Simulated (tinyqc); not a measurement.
Inside a calculation: two-band k.p model of the X valleys of a zinc-blende crystal. Values are carried at full precision from step to step, so a last printed digit may differ when a step is redone from the rounded ones.

With x = D/D0: for x < 1 the minima lie at k_m = sqrt(ml D0 (1 - x^2)/(4 c)), the hump at X has the height dE = (D0/4)(1 - x)^2 and the mass at the minimum is ml/(1 - x^2); the mass at X is ml/(1 - 1/x), negative for x < 1. For x > 1 the minimum is at X.

Constants: hbar^2/2m0 = 3.80998211 eV angstrom^2; kB = 8.617333262e-05 eV/K.

Inputs chosen for the exercise (of the order of those of AlAs; not measured data): D = 0.372 eV (splitting of the two conduction levels at X); D0 = 0.153 eV (coupling energy); ml = 0.631 m0 (mass along the axis from remote bands); k = 0.077 1/angstrom (wave vector from X); kmax = 0.12 1/angstrom (end of the path); mt = 0.203 m0 (transverse mass); T = 20 K (temperature).

## Shape of the lower band

Give x, k_m, dE and both masses.

x = 2.4314
k_m = 0.00000 1/angstrom
dE = 0.000 meV
mass at the minimum = 1.072 m0
mass at X = 1.072 m0

The splitting wins, so the minimum stays at X, with a mass raised by a factor of 1.70 through the repulsion from the upper band.

## The matrix at one k

k along the valley axis, counted from X, c = hbar^2/2m0, e = c k^2/ml. H = [[e - D/2, i P k], [-i P k, e + D/2]] with P^2 = D0 c/ml, so E = e -/+ sqrt(D^2/4 + D0 e). For D = 0 (diamond lattice) the bands cross at X.

Give P, the matrix, its levels and the weight of the lower X state in the lower band.

P = 0.9612 eV angstrom

H (eV):
```
          1        2
1   -0.1502  0.0740i
2  -0.0740i   0.2218
```

levels (eV): -0.1644  0.2360

weight = 0.9646

## Dispersion along the axis

Nine points; energies of the lower band from its minimum, against a parabola about the minimum with the mass there.

Results:
```
k (1/angstrom)  lower band (meV)  parabola (meV)  gap to the upper band (eV)
0.0000                      0.00            0.00                      0.3720
0.0150                      0.80            0.80                      0.3731
0.0300                      3.21            3.20                      0.3764
0.0450                      7.26            7.20                      0.3819
0.0600                     13.00           12.80                      0.3895
0.0750                     20.48           19.99                      0.3990
0.0900                     29.78           28.79                      0.4103
0.1050                     40.95           39.19                      0.4232
0.1200                     54.09           51.19                      0.4377
```

At kmax the band lies at 54.1 meV and the parabola at 51.2 meV: far from X the curvature returns to 1/ml, so the band is steeper than the parabola of the minimum.

## Thermal masses

Thermal masses along the axis for one X point, lower band, E from the minimum, on 1601 points from -0.8 to 0.8 1/angstrom: density-of-states mass m_d = c I^2/(pi kT), I = integral of exp(-E/kT) dk; conductivity mass m_c = 2 c kT/<(dE/dk)^2> with central differences.

Give m_d, m_c and Nc = 3 x 2 (kT/(4 pi c))^(3/2) mt sqrt(m_d) for three X points; 1 angstrom^-3 = 1e24 cm^-3.

m_d = 1.068 m0
m_c = 1.065 m0
Nc = 2.719e+17 cm^-3

The edge mass is 1.072, and at this temperature the thermal masses hardly differ from it.

## Checks

- Thermal masses without coupling against ml: both 0.6310.

Program tinyqc; command `OMP_NUM_THREADS=1 python tinyqc.py 1881123 1881124 out.jsonl`; about 0.01 s on one thread of a shared Intel(R) Xeon(R) Processor @ 2.30GHz.
